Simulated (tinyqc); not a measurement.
Inside a calculation. Method: CIS and TDHF on RHF in the 3-21g basis, for H2, spin multiplicity 1. One step of it, computed by the program tinyqc.

Question. CIS matrix, triplets. A(ia,jb) = (e_a - e_i) d_ij d_ab - (ij|ab).

orbital energies (hartree): [-0.523633, 0.188944, 1.065953, 1.300518]

Two-electron integrals over orbitals (pq|rs), unique and non-zero (hartree):
```
(11|11) 0.575443    (21|21) 0.114339    (22|11) 0.458071    (22|22) 0.422182
(31|11) 0.131999    (31|22) 0.071556    (31|31) 0.095547    (32|21) 0.013992
(32|32) 0.039237    (33|11) 0.527903    (33|22) 0.428079    (33|31) 0.125757
(33|33) 0.509780    (41|21) -0.079463   (41|32) -0.052170   (41|41) 0.106581
(42|11) -0.135238   (42|22) -0.074176   (42|31) -0.082334   (42|33) -0.125523
(42|42) 0.083591    (43|21) -0.128385   (43|32) -0.044197   (43|41) 0.127043
(43|43) 0.187392    (44|11) 0.581808    (44|22) 0.469963    (44|31) 0.172156
(44|33) 0.563052    (44|42) -0.164137   (44|44) 0.650118
```

Give: CIS matrix A, triplet.

Answer.

CIS matrix A, triplet (hartree), order 1>2, 1>3, 1>4:
```
[[0.2545, 0.0000, 0.1352],
 [0.0000, 1.0617, 0.0000],
 [0.1352, 0.0000, 1.2423]]
```
